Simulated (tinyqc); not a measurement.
Inside a calculation. Model: specific resistance of a metal-semiconductor contact and its transmission-line measurement. Computed by tinyqc, a small Python program that keeps every step. Command: `OMP_NUM_THREADS=1 python tinyqc.py 3007751 3007752 out.jsonl contact walk`. One thread of a shared host (Intel(R) Xeon(R) Processor @ 2.30GHz), about 0.01 s of CPU time with the checks. Intermediate numbers are printed to about 5 digits and carried at full precision; extremes and crossings named in words are read from the listed rows.

The barrier is parabolic (depletion approximation), energies E are normal energies counted from the band edge in the neutral semiconductor (downwards for holes), and the bias is zero. xi is an input, held fixed when other inputs move.

Inputs (values chosen for the exercise, modelled on p-type SiGe): tunnelling mass m = 0.3 m_0; permittivity eps = 13; Richardson constant A* = 28.8 A/(cm^2 K^2); barrier height phi_B = 0.29 eV; doping N = 6.1e+17 1/cm^3; Fermi level above the band edge in the bulk, xi = -0.13 eV; temperature T = 400 K; sheet resistance R_sh = 120000 ohm; contact length d = 0.66 micrometre; contact width W = 1.8 micrometre.

Image-force lowering: included.

Constants: hbar = 1.054571817e-34 J s; eps_0 = 8.8541878128e-12 F/m; m_0 = 9.1093837015e-31 kg; k_B = 8.617333262e-05 eV/K; e = 1.602176634e-19 C.

## Tunnelling energy and barrier

E_00 = (e hbar/2) sqrt(N/(eps eps_0 m)); band bending E_b = phi_B + xi; depletion width w = sqrt(2 eps eps_0 E_b/(e^2 N)). Image lowering d_phi = (e^3 N E_b/(8 pi^2 (eps eps_0)^3))^(1/4) (E_b in volts), and E_b - d_phi replaces E_b everywhere except in w.

E_00 = 7.3428 meV

E_00/k_B T = 0.21302

depletion width = 19.413 nm

barrier used, above the bulk band edge = 0.11727 eV

By the usual rule this is thermionic emission (E_00 < 0.5 k_B T).

## Transmission and supply

WKB transmission for E < E_b, with a = E/E_b: D = exp{-(E_b/E_00) [sqrt(1 - a) - a ln((1 + sqrt(1 - a))/sqrt(a))]}; D = 1 above. f = 1/(1 + exp((E - xi)/k_B T)).

E, D, f and D f at E/E_b = 0.05, 0.15, 0.3, 0.45, 0.6, 0.75, 0.9, 0.98:
```
E/E_b   E (eV)           D         f         D f
0.05   0.00586  9.8855e-07  0.019048  1.8830e-08
0.15   0.01759  1.8703e-05  0.013630  2.5491e-07
0.30   0.03518  5.1824e-04  0.008227  4.2634e-06
0.45   0.05277  6.8226e-03  0.004955  3.3804e-05
0.60   0.07036  5.1969e-02  0.002980  1.5488e-04
0.75   0.08795  2.4518e-01  0.001791  4.3916e-04
0.90   0.10554  7.0912e-01  0.001076  7.6302e-04
0.98   0.11492  9.7022e-01  0.000820  7.9541e-04
```

Among these points D f is largest at E/E_b = 0.98; for a non-degenerate tail the peak lies at E/E_b = 1/cosh^2(E_00/k_B T) = 0.956.

## Specific contact resistance

At zero bias 1/rho_c = (e A*/k_B^2) int D(E) f(E) dE, f = 1/(1 + exp((E - xi)/k_B T)); 200 Gauss-Legendre points from 0 to E_b, and k_B T ln(1 + exp((xi - E_b)/k_B T)) for the part above the barrier; the share of tunnelling is the part below.

specific contact resistance rho_c = 4.8457e-06 ohm cm^2

share of tunnelling = 50.364 %

rho_c by thermionic emission alone = 9.7624e-06 ohm cm^2

Tunnelling lowers rho_c by a factor 2.01. The field-emission exponent (E_b - xi)/E_00 is 33.7, the thermionic one (E_b - xi)/k_B T is 7.2.

## Current crowding

Transmission-line model: transfer length L_T = sqrt(rho_c/R_sh); R_c = (R_sh L_T/W) coth(d/L_T). Limits: rho_c/(W d) for d << L_T, sqrt(rho_c R_sh)/W for d >> L_T.

transfer length L_T = 0.063546 micrometre

d/L_T = 10.386

contact resistance R_c = 4236.4 ohm

R_c W = 7625.5 ohm micrometre

short-contact limit = 407.89 ohm

long-contact limit = 4236.4 ohm

The contact is long: current crowds at the front edge, and more length does not help.

## A transmission-line measurement read back

Transmission-line model: transfer length L_T = sqrt(rho_c/R_sh); R_c = (R_sh L_T/W) coth(d/L_T). Two contacts a gap s apart give R = 2 R_c + R_sh s/W. A straight-line fit gives R_sh from the slope and R_c from the intercept; the simple reading takes L_x = R_c W/R_sh as the transfer length and rho_c = R_sh L_x^2.

Resistances:
```
gap s (micrometre)  R (ohm)
0.064                 12739
0.130                 17139
0.250                 25139
0.510                 42473
1.000                 75139
```

L_x = 0.063546 micrometre

rho_c by the simple reading = 4.8457e-06 ohm cm^2

simple reading over true value = 1.0000

The simple reading is right, since coth(d/L_T) is 1 for so long a contact.

Checks made by the program: closed WKB exponent against numerical integration over the parabolic barrier (relative difference below 1e-10).
